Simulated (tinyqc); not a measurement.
The mobility curve: inversion-layer mobility, back-scattering and ballistic limit of a field-effect transistor. Computed by tinyqc, a small Python program. Command: `OMP_NUM_THREADS=1 python tinyqc.py 3004074 3004075 out.jsonl mos walk`. One thread of a shared host (Intel(R) Xeon(R) Processor @ 2.30GHz), about 0.01 s of CPU time with the checks.

The charge at the top of the source barrier is fixed by the gate; series resistance and short-channel effects are left out. F_j are Fermi integrals normalised to exp(eta) in the classical limit.

Inputs (values chosen for the exercise, modelled on an InGaAs n-channel):
```
quantity                                       value        unit
weight w of the inversion charge                 0.5           -
permittivity eps                                13.9           -
phonon mobility at 1 MV/cm and 300 K, mu_ph     2900  cm^2/(V s)
roughness mobility at 1 MV/cm, mu_sr            2100  cm^2/(V s)
Coulomb mobility at N_inv = 1e12/cm^2, mu_C     3400  cm^2/(V s)
electrical oxide thickness t_inv                 5.5          nm
depletion charge N_dep                       3.2e+11      1/cm^2
temperature T                                    400           K
```

Statistics at the top of the barrier: Fermi-Dirac.

Constants: eps_0 = 8.8541878128e-12 F/m; e = 1.602176634e-19 C.

Method. N_inv = 3.9 eps_0 (V_G - V_T)/(e t_inv); effective field E_eff = e (N_dep + w N_inv)/(eps eps_0). mu_phonon = mu_ph (E_eff/1 MV/cm)^(-0.3) (T/300 K)^(-1.75); mu_rough = mu_sr (E_eff/1 MV/cm)^(-2); mu_Coulomb = mu_C (N_inv/1e12 cm^-2) (T/300 K); Matthiessen's rule adds 1/mu.

Mobilities (cm^2/(V s)):
```
V_G - V_T (V)  N_inv (1/cm^2)  E_eff (MV/cm)  phonon   roughness  Coulomb   total
0.03               1.1756e+11        0.04931  4323.9  8.6368e+05      533   474.2
0.06               2.3512e+11        0.05696  4140.8  6.4722e+05     1066   846.6
0.12               4.7024e+11        0.07227  3855.4  4.0211e+05     2132  1368.1
0.20               7.8374e+11        0.09267  3578.3  2.4453e+05     3553  1769.9
0.35               1.3715e+12        0.13093  3225.8  1.2250e+05     6218  2087.7
0.50               1.9593e+12        0.16919  2987.0  7.3360e+04     8882  2169.2
0.75               2.9390e+12        0.23296  2713.8  3.8695e+04    13324  2130.4
1.00               3.9187e+12        0.29673  2523.8  2.3851e+04    17765  2022.4
1.50               5.8780e+12        0.42426  2267.1  1.1667e+04    26647  1772.0
```

The lowest part is Coulomb from 0.0300 to 0.200, phonon from 0.350 to 1.50 V. The total peaks at 2169 near E_eff = 0.17 MV/cm: screening lifts it at low density and the field presses it down at high density.

Extremes, crossings and ranges named in words are read from the listed rows.
